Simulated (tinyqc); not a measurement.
Energy and delay of logic against supply voltage: two steps of the calculation.

One expression serves below and above threshold: I(Vg) = Ik [ln(1 + exp((Vg - VT + dd V)/(al nf Vt)))]^al, with I_on = I(V) and I_off = I(0). Gate delay td = kd C V/I_on, clock period LD td. Per gate and cycle the switching energy is act C V^2 and the leakage energy I_off V LD td. No short-circuit current, no variation. Minima are sought above 0.09 V; below a few Vt gates no longer switch and the model has no meaning.

Inputs (values chosen for the exercise); values of the order met in logic technologies: temperature T = 378 K; threshold voltage at zero drain bias VT = 0.41 V; slope factor nf = 1.07; barrier lowering per volt of supply dd = 0.04; specific current of a gate Ik = 1.6 uA; exponent of the current law al = 1.82; load capacitance of a gate C = 0.56 fF; delay factor kd = 0.8; logic depth LD = 16; activity factor act = 0.05; supply voltage V = 1.07 V.

Constants: q = 1.602176634e-19 C, kB = 1.380649e-23 J/K, Vt = kB T/q. Results are converted to the units shown.

Problem 1. Currents, delay and energies. I_on, I_off, td, clock frequency 1/(LD td), both energies and their sum.

Give: I_on; I_off; td; clock frequency; switching energy; leakage energy; energy.

Solution 1.

I_on = 127.39 uA
I_off = 0.042404 nA
td = 3.7630 ps
clock frequency = 16.609 GHz
switching energy = 32.057 aJ
leakage energy = 0.0027318 aJ
energy = 32.060 aJ

I_on/I_off = 3.00e6; leakage makes up 0.00852 % of the energy.

Problem 2. New V. Minimum-energy supply: E(V) is the energy per gate and cycle; with h = 0.001 V, E' = (E(V + h) - E(V - h))/(2 h), E'' = (E(V - h) - 2 E(V) + E(V + h))/h^2, V(new) = V - E'/E''.

V after iteration 2 = 0.21556050 V

Find: E'; E''; V after iteration 3.

Solution 2.

E' = -1.3320 aJ/V
E'' = 283.66 aJ/V^2
V after iteration 3 = 0.22026 V

tinyqc, about 0.01 s, one thread, Intel Xeon 2.30GHz (shared host): `OMP_NUM_THREADS=1 python tinyqc.py 2082073 2082074 out.jsonl`
